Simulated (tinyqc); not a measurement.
# Capacitances against the relative permittivity between the lines

Endless row of lines of width wl, height tl and space sl between grounded planes at distance hd; e2 fills the gaps beside the lines, e1 the rest. Laplace's equation is solved on meshes of 3, 6 and 12 steps per unit u and extrapolated (Aitken), which is good to about 0.2 %. C_even (all lines at 1 V) is the capacitance Cg to the planes; C_odd (neighbours in antiphase) = Cg + 4 Cc if only nearest neighbours couple, which defines Cc; total with quiet neighbours Cg + 2 Cc. Plate values 2 eps0 e1 wl/hd and eps0 e2 tl/sl.

Inputs (values chosen for the exercise): relative permittivity above and below the lines e1 = 4.2; line width, in units u wl = 6 u; line height tl = 12 u; space between lines sl = 6 u; distance to each plane hd = 6 u.

Constants: eps0 = 8.8541878128e-12 F/m. Results are converted to the units shown.

The same in every row: plate Cg (aF/um) = 74.4.

Results:
```
e2,Cg (aF/um),Cc (aF/um),Cg + 2 Cc (aF/um),C_odd (aF/um),plate Cc (aF/um),"share of coupling, 2 Cc/(Cg + 2 Cc) (%)"
1,128,26.7,182,235,17.7,29.4
1.5,131,35.3,201,272,26.6,35.1
2,132,44.0,220,308,35.4,39.9
2.5,134,52.6,239,344,44.3,44.0
3.9,137,77.1,291,445,69.1,53.0
5,138,96.4,331,524,88.5,58.2
7,140,132,404,667,124,65.2
```

Estimate the missing row, e2 = 3.

Computed row:
```
e2,Cg (aF/um),Cc (aF/um),Cg + 2 Cc (aF/um),C_odd (aF/um),plate Cc (aF/um),"share of coupling, 2 Cc/(Cg + 2 Cc) (%)"
3,135,61.4,258,381,53.1,47.6
```

With this row back in the table: As e2 goes from 1 to 7, Cg rises from 128 to 140 aF/um, Cc rises from 26.7 to 132 aF/um and the share of coupling rises from 29.4 to 65.2 %. Cg is 1.73 times its plate value in the first row and 1.89 times in the last; for Cc the ratios are 1.51 and 1.06. Neighbours in antiphase raise the load by a factor of 1.29 and 1.65 over quiet ones.

tinyqc, about 0.9 s, one thread, Intel Xeon 2.30GHz (shared host): `OMP_NUM_THREADS=1 python tinyqc.py 2790147 2790148 out.jsonl`
